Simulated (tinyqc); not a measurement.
p-type polysilicon, carrier trapping at grain boundaries: one step of the calculation.

One-dimensional grains of size Lg, uniform ionised doping N, monovalent traps Qt at each boundary at a depth Et below (for electrons) or above (for holes) the band edge there, abrupt depletion of width W on each side of a boundary, Boltzmann statistics. xi is the distance from the band edge at the grain centre to the Fermi level. Trapped charge Qt/(1 + exp((xi + VB - Et)/Vt)) = 2 N W, barrier VB = q N W^2/(2 eps0 eps_r).

Problem. Depletion width, Fermi level and barrier. If the trap equation with xi = Vt ln(NB/N) has a root W < Lg/2, the grain is partly depleted; otherwise W = Lg/2 and the trap equation gives xi = Et - VB + Vt ln(Qt/(N Lg) - 1). N* = Qt/Lg.

Values chosen for this exercise; values of the order met in polycrystalline silicon:
```
symbol    value   unit                                                              meaning
T           300      K                                                          temperature
eps_r      11.7                                                       relative permittivity
NB      2.65e19  cm^-3                                  valence-band density of states at T
Lg           38     nm                                                           grain size
Qt       9.4e11  cm^-2                                     trap density of a grain boundary
Et         0.34     eV  depth of the trap level from the majority band edge at the boundary
N        2.1e17  cm^-3                                                               doping
```

Constants: q = 1.602176634e-19 C, kB = 1.380649e-23 J/K, Vt = kB T/q, eps0 = 8.8541878128e-14 F/cm where lengths are in cm. Results are converted to the units shown.

Wanted: N*; W; xi; VB; share of traps filled.

Solution.

N* = 2.474e17 cm^-3
W = 19.00 nm
xi = 0.2367 V
VB = 0.05862 V
share of traps filled = 0.8489

N is 0.849 N*, and the grain is fully depleted; VB = 2.27 Vt.

Program tinyqc, `OMP_NUM_THREADS=1 python tinyqc.py 2830132 2830133 out.jsonl`; Intel Xeon 2.30GHz, shared host, one thread, about 0.01 s.
